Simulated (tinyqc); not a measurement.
Fully depleted semiconductor-on-insulator film with two gates, non-linear Poisson equation by Newton steps: one step of the calculation.

One dimension across the film, front interface at x = 0, back interface at x = ts. psi is counted from the intrinsic level, n = ni exp(psi/Vt) (source grounded), holes neglected, acceptors ionised. Gates act through Cox = eps0 eox/tox and Cbox = 3.9 eps0/tb with potentials G1 = Vg - (phiM - chi - Vt ln(Nc/ni)) and G2 = Vb - (phiB - chi - Vt ln(Nc/ni)). Classical Boltzmann densities, no interface charge, no depletion in the back plane.

Question. Capacitances and gate potentials. ni = sqrt(Nc Nv) exp(-Eg/(2 Vt)), Eg in volts; Cox, Cbox, G1, G2 as defined; Cs = eps0 eps_r/ts; a = eps0 eps_r/h with h = ts/7; coupling ratio of a depleted film Cs Cbox/(Cox (Cs + Cbox)).

Inputs (values chosen for the exercise); band and dielectric values close to those of silicon:
```
symbol    value   unit                                                                 meaning
T           250      K                                                             temperature
Eg         1.14     eV                                                                band gap
eps_r      11.8                                                          relative permittivity
Nc      2.11e19  cm^-3                                  conduction-band density of states at T
Nv      2.01e19  cm^-3                                     valence-band density of states at T
chi        4.05     eV                                                       electron affinity
eox         3.9         relative permittivity of the gate insulator (close to silicon dioxide)
tox         1.4     nm                                                     insulator thickness
ts           13     nm                                                          film thickness
tb           24     nm                                      buried-oxide thickness (eps_r 3.9)
phiM       4.21     eV                                         work function of the front gate
phiB       4.55     eV                                         work function of the back plane
Vb            0      V                                                       back-gate voltage
Vg         0.72      V                                                      front-gate voltage
```

Constants: q = 1.602176634e-19 C, kB = 1.380649e-23 J/K, Vt = kB T/q, eps0 = 8.8541878128e-14 F/cm where lengths are in cm. Results are converted to the units shown.

Find: ni; Cox; Cbox; Cs; a; G1; G2; coupling ratio.

Answer.

ni = 6.6534e7 cm^-3
Cox = 2.4665 uF/cm^2
Cbox = 0.14388 uF/cm^2
Cs = 0.80369 uF/cm^2
a = 5.6258 uF/cm^2
G1 = 1.1305 V
G2 = 0.070523 V
coupling ratio = 0.049476

Range of the model: In so thin a film or at such density quantum confinement moves the charge away from the interfaces and raises the threshold.

Numbers from tinyqc (`OMP_NUM_THREADS=1 python tinyqc.py 2190117 2190118 out.jsonl`; about 0.6 s on one thread of a shared Intel Xeon 2.30GHz).
